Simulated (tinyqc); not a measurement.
Inside a calculation. Model: charge control and current of a heterostructure field-effect transistor. Computed by tinyqc, a small Python program that keeps every step. Command: `OMP_NUM_THREADS=1 python tinyqc.py 3025106 3025107 out.jsonl hemt walk`. One thread of a shared host (Intel(R) Xeon(R) Processor @ 2.30GHz), about 0.01 s of CPU time with the checks. Intermediate numbers are printed to about 5 digits and carried at full precision; extremes and crossings named in words are read from the listed rows.

Two subbands in a triangular well; E_F is counted from the conduction band edge of the channel at the interface.

Inputs (values chosen for the exercise, modelled on AlGaN/GaN):
```
quantity                                  value        unit
channel mass m                             0.21         m_0
permittivity eps (barrier and channel)     9.78           -
barrier thickness d                          18          nm
Schottky barrier phi_B                      1.3          eV
conduction band offset dE_c                0.38          eV
polarisation charge sigma/e             1.3e+13      1/cm^2
gate voltage V_G                          -0.34           V
mobility mu                                2000  cm^2/(V s)
saturation velocity v_s                     1.2    1e7 cm/s
gate length L                               200          nm
source resistance R_S                         0      ohm mm
temperature T                                77           K
mixing                                      0.3           -
iteration cap                               200           -
```

Charge source: polarisation. Velocity law: two-piece.

Constants: e = 1.602176634e-19 C; eps_0 = 8.8541878128e-12 F/m; k_B = 8.617333262e-05 eV/K; hbar = 1.054571817e-34 J s; m_0 = 9.1093837015e-31 kg; k_B = 1.380649e-23 J/K.

## Threshold and barrier capacitance

Threshold V_T = phi_B - dE_c - sigma d/(eps eps_0) (in volts); C_b = eps eps_0/d.

threshold voltage V_T = -3.4095 V

barrier capacitance C_b = 0.48108 microfarad/cm^2

The device is normally on.

## First iteration

Charge control: n_s = C_b (V_G - V_T - E_F/e)/e. Well: mean field F = e n_s/(2 eps eps_0), E_i = (hbar^2/2m)^(1/3) [(3 pi e F/2)(i + 3/4)]^(2/3), i = 0, 1; n_s = D k_B T sum_i ln(1 + exp((E_F - E_i)/k_B T)), D = m/(pi hbar^2), which is solved in closed form for E_F. Iteration from n_s = C_b (V_G - V_T)/(2e): E_F from n_s, n_out from the charge control, n_new = n_s + mixing (n_out - n_s), kept above n_s/10; stop when |n_out/n_s - 1| < 1e-9.

starting n_s = 4.6083e+12 1/cm^2

E_0 = 160.30 meV

E_1 = 282.00 meV

E_F = 212.83 meV

n_out = 8.5776e+12 1/cm^2

## Sheet density

The formulas are those given above.

Course of the iteration:
```
iteration  n_s (1/cm^2)  E_F (meV)  |n_out/n_s - 1|
1            4.6083e+12     212.83       8.6133e-01
2            5.7991e+12     252.95       4.5835e-01
3            6.5965e+12     278.80       2.7030e-01
4            7.1314e+12     295.76       1.6787e-01
5            7.4906e+12     306.99       1.0737e-01
6            7.7319e+12     314.48       6.9909e-02
7            7.8940e+12     319.48       4.6029e-02
...                 ...        ...              ...
46           8.2268e+12     329.67       8.4141e-09
47           8.2268e+12     329.67       5.6586e-09
48           8.2268e+12     329.67       3.8055e-09
49           8.2268e+12     329.67       2.5592e-09
50           8.2268e+12     329.67       1.7211e-09
51           8.2268e+12     329.67       1.1575e-09
52           8.2268e+12     329.67       7.7841e-10
```

sheet density n_s = 8.2268e+12 1/cm^2

Converged in 52 iterations.

## Levels and gate capacitance

C_g = e dn_s/dV_G = 1/(1/C_b + 1/C_q), 1/C_q = d(E_F/e)/d(e n_s) by a central difference of +/- 0.1 % in n_s; added distance dd = eps eps_0/C_q.

E_0 = 235.89 meV

E_1 = 414.99 meV

E_F = 329.67 meV

share in the second subband = 1.8445e-05 %

gate capacitance C_g = 0.44070 microfarad/cm^2

added distance dd = 1.6493 nm

C_g is 92 % of C_b: the finite density of states and the rise of E_0 act as 1.6 nm of extra barrier.

## Saturation current

With V = e n_s/C_g and V_c = v_s L/mu: for v = mu F up to v_s, I/W = C_g v_s V_c (sqrt(1 + (V/V_c)^2) - 1) and V_Dsat = V + V_c - sqrt(V^2 + V_c^2); g_m = dI/dV; extrinsic g_m/(1 + g_m R_S); f_T = g_m/(2 pi C_g L).

V = 2.9909 V

V_c = 0.12 V

V_Dsat = 0.11759 V

saturation current I/W = 1519.5 mA/mm

intrinsic g_m = 528.41 mS/mm

extrinsic g_m = 528.41 mS/mm

intrinsic f_T = 95.416 GHz

V/V_c = 24.92: velocity saturation rules; I is 96 % of e n_s v_s = 1580 mA/mm.

## Gate length

The formulas are those given above.

Scaling; the last columns are v_s/(2 pi L) and mu V/(2 pi L^2):
```
L (nm)  I/W (mA/mm)  g_m (mS/mm)  extrinsic g_m (mS/mm)  f_T (GHz)  velocity limit (GHz)  mobility limit (GHz)
30           1572.2       528.83                 528.83     636.61                636.62            1.0578e+05
60           1562.8       528.80                 528.80     318.29                318.31            2.6445e+04
120          1544.1       528.68                 528.68     159.11                159.15            6.6113e+03
250          1504.3       528.17                 528.17      76.30                 76.39            1.5232e+03
500          1431.0       526.20                 526.20      38.01                 38.20            3.8081e+02
1000         1295.9       518.51                 518.51      18.73                 19.10            9.5203e+01
2000         1069.6       490.81                 490.81       8.86                  9.55            2.3801e+01
5000          653.7       373.37                 373.37       2.70                  3.82            3.8081e+00
```

f_T scales as L^-1.00 at the short end and L^-1.30 at the long end; the two limits cross at L = mu V/v_s = 4980 nm. g_m tends to C_g v_s = 529 mS/mm. Fringe capacitances and short-channel effects, left out, lower f_T once L is below about ten barrier thicknesses.

Checks made by the program: iterated density against a bracketing root search (relative difference 7e-10).
